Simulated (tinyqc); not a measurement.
# Which input was changed?

Model: grain-boundary trapping model (Seto) of a polycrystalline semiconductor film. Computed by tinyqc, a small Python program. Command: `OMP_NUM_THREADS=1 python tinyqc.py 3030309 3030310 out.jsonl poly which`. One thread of a shared host (Intel(R) Xeon(R) Processor @ 2.30GHz), about 0.04 s of CPU time with the checks.

Grains of equal size L are joined by thin boundaries with one trap level. Trapped carriers deplete a width W on each side and raise a barrier, crossed by thermionic emission. Dopants are fully ionised, statistics are non-degenerate and mu_g does not depend on T.

Inputs (values chosen for the exercise, modelled on polycrystalline silicon):
```
quantity                                     value        unit
permittivity eps                              11.7           -
effective mass m                              0.41         m_0
effective density of states at 300 K, N_c  1.9e+19      1/cm^3
grain size L                                    16          nm
trap density Q_t                           2.3e+12      1/cm^2
trap level E_t below the band edge            0.51          eV
doping N                                   1.4e+18      1/cm^3
mobility inside the grains mu_g                 70  cm^2/(V s)
temperature T                                  250           K
```

Grain interior: resistance included.

Constants: k_B = 8.617333262e-05 eV/K; e = 1.602176634e-19 C; eps_0 = 8.8541878128e-12 F/m; m_0 = 9.1093837015e-31 kg; k_B = 1.380649e-23 J/K.

Method. N_c(T) = N_c (T/300 K)^(3/2). Filled traps Q = Q_t/(1 + (1/2) exp((E_t* - E_F)/k_B T)), where E_t* = e V_B - E_t and E_F are counted from the band edge at the grain centre. Partial depletion: Q = 2 N W, V_B = e N W^2/(2 eps eps_0), E_F = k_B T ln(N/N_c); solve for W. If that W would exceed L/2 the grain is fully depleted: W = L/2, Q = N L, and E_F follows from the trap equation. Centre density n_0 = N_c exp(E_F/k_B T). Boundary: sigma_b = L e^2 n_0 exp(-e V_B/k_B T)/sqrt(2 pi m k_B T); drift through the grain, depleted parts included: rho_g = [(1 - 2W/L) + (2W/L) int_0^1 exp(y^2 s^2) ds]/(e n_0 mu_g); rho = 1/sigma_b + rho_g. Mean carrier density n_av = n_0 [(1 - 2W/L) + (2W/L) (sqrt(pi)/2) erf(y)/y], y = sqrt(e V_B/k_B T); effective mobility 1/(e n_av rho).

Problem. One of these inputs alone was changed, within the range given: trap level E_t below the band edge (0.255 to 1.02); doping N (7e+17 to 2.8e+18); temperature T (150 to 500); permittivity eps (5.85 to 23.4). Which one, and to what value?

Results:
```
run     resistivity rho (ohm cm)  mean carrier density (1/cm^3)  effective mobility (cm^2/(V s))
before              2.778328e+06                   1.720491e+11                         13.05731
after               3.280381e+10                   1.457175e+07                         13.05731
```

Solution.

Each candidate set to reproduce resistivity rho, and what it then gives:
```
candidate                                  range searched  value needed  mean carrier density (1/cm^3)  effective mobility (cm^2/(V s))
trap level E_t below the band edge (eV)     0.255 to 1.02        0.7120                     1.4572e+07                           13.057
doping N (1/cm^3)                        7e+17 to 2.8e+18  out of reach                              -                                -
temperature T (K)                              150 to 500         180.4                     3.3512e+07                            5.678
permittivity eps                             5.85 to 23.4  out of reach                              -                                -
```

Only trap level E_t below the band edge fits every result: it went from 0.51 to 0.712 eV. The next best candidate, temperature T, misses one result by 130 %.
